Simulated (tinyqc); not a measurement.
X-ray photoelectron analysis of a thin oxide on a semiconductor: attenuation lengths, thickness, angle series and band offsets: one step, computed by the program tinyqc. Command: `OMP_NUM_THREADS=1 python tinyqc.py 3110357 3110358 out.jsonl xps walk`. One thread of a shared host (Intel(R) Xeon(R) Processor @ 2.30GHz), about 0.01 s of CPU time with the checks.

The same element is seen in the oxide and in the substrate, at nearly the same kinetic energy; films are flat and uniform, and the work function is ignored.

Task: Inelastic mean free paths. TPP-2M: lambda = E/(E_p^2 [b ln(c E) - C/E + D/E^2]) in angstrom, E_p = 28.8 sqrt(N_v rho/M), b = -0.10 + 0.944/sqrt(E_p^2 + E_g^2) + 0.069 rho^0.1, c = 0.191/sqrt(rho), U = N_v rho/M, C = 1.97 - 0.91 U, D = 53.4 - 20.8 U, with E = photon energy less binding energy in eV. Attenuation length L = factor x lambda.

Inputs (values chosen for the exercise, modelled on SiO2 on 4H-SiC):
```
quantity                                           value    unit
photon energy                                     1486.6      eV
binding energy of the core level                   100.5      eV
oxide density                                       2.24  g/cm^3
oxide formula mass                                 60.08   g/mol
valence electrons per oxide formula                   16       -
oxide gap                                           8.98      eV
substrate density                                   3.21  g/cm^3
substrate formula mass                              40.1   g/mol
valence electrons per substrate formula                8       -
substrate gap                                       3.26      eV
attenuation length over inelastic mean free path    0.89       -
```

Give: kinetic energy E; the table «Terms» with the columns E_p (eV), b, c, lambda (nm), for layer = oxide, substrate; L in the oxide; L in the substrate.

Result:

kinetic energy E = 1386.1 eV

Terms:
```
layer      E_p (eV)        b       c  lambda (nm)
oxide         22.24  0.01415  0.1276        3.879
substrate     23.05  0.01809  0.1066        2.919
```

L in the oxide = 3.453 nm

L in the substrate = 2.598 nm
